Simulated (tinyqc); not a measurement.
Monte Carlo simulation of one carrier in a uniform electric field: one step, computed by the program tinyqc.

The force e F acts along +z. Flights end at the constant total rate Gamma; the part of Gamma that the real rates do not fill is self-scattering, which leaves k unchanged. One valley, no impurities and no intervalley scattering.

Task: Scattering event 2. Kane band: hbar^2 k^2/(2 m) = E (1 + alpha E), speed v = hbar k/(m (1 + 2 alpha E)), states per spin, volume and energy g(E) = m k (1 + 2 alpha E)/(2 pi^2 hbar^2); overlap factors are set to 1. Masses are multiplied by m_0 and all formulas are in SI units. Phonon occupation N_q = 1/(exp(hbar w/(k_B T)) - 1). Acoustic deformation potential (elastic, equipartition, absorption and emission together): 1/tau = 2 pi k_B T D_A^2 g(E)/(hbar rho v_l^2). Polar optical, unscreened: W = e^2 w (1/eps_inf - 1/eps_s) m (1 + 2 alpha E') ln|(k + k')/(k - k')| / (4 pi eps_0 hbar^2 k), times N_q for absorption (E' = E + hbar w) and N_q + 1 for emission (E' = E - hbar w > 0), with alpha = 0 for a parabolic band; mean cosine of the angle <cos> = (k^2 + k'^2)/(2 k k') - 1/ln|(k + k')/(k - k')|. Choice: with cumulative rates in the order acoustic, absorption, emission, the process is the first whose sum exceeds r2 Gamma; if none, self-scattering. Final state: E' = E, E + hbar w or E - hbar w gives k'. Isotropic processes: cos(theta) = 1 - 2 r3 from the z axis, phi = 2 pi r4, k' (sin theta cos phi, sin theta sin phi, cos theta). Polar processes: cos(b) = [1 + xi - (1 + 2 xi)^r3]/xi, xi = 2 k k'/(k - k')^2, b from the old direction n; new direction cos b n + sin b (cos phi e1 + sin phi e2), e1 = (z x n)/|z x n|, e2 = n x e1. Use row 2 of the random numbers.

Inputs (values chosen for the exercise, modelled on CdS):
```
quantity                             value    unit
effective mass m                     0.204     m_0
non-parabolicity alpha                0.29    1/eV
static permittivity eps_s              8.7       -
high-frequency permittivity eps_inf    5.3       -
density rho                           4820  kg/m^3
sound velocity v_l                    4450     m/s
acoustic deformation potential D_A     7.3      eV
optical phonon energy hbar w          38.1     meV
lattice temperature T                   77       K
```

Crystal: polar. Band: Kane.

k at the end of the flight (1/nm): 0.0560000  0.1500000  0.1551108

Random numbers (0.02 to 0.98, from up to 60 sets tried for early real events), one row a flight:
```
       r1      r2      r3      r4
1  0.0373  0.3362  0.3297  0.1736
2  0.8688  0.1840  0.6528  0.2666
3  0.5743  0.3968  0.8855  0.0677
4  0.5419  0.5353  0.8319  0.7933
5  0.5072  0.8221  0.9678  0.1917
6  0.3704  0.9385  0.4942  0.7272
7  0.2865  0.8419  0.8317  0.1043
```

Gamma = 53.01131 1e12/s

Constants: hbar = 1.054571817e-34 J s; m_0 = 9.1093837015e-31 kg; e = 1.602176634e-19 C; k_B = 1.380649e-23 J/K; hbar = 6.582119569e-16 eV s; eps_0 = 8.8541878128e-12 F/m; k_B = 8.617333262e-05 eV/K.

Give: cumulative rates; r2 Gamma; process chosen; k after event 2, the start of the next flight.

Result:

cumulative rates (1e12/s): acoustic 0.1722, absorption 0.4026, emission 0.4026

r2 Gamma = 9.754 1e12/s

Process chosen: self-scattering

k after event 2, the start of the next flight (1/nm): 0.0560  0.1500  0.1551
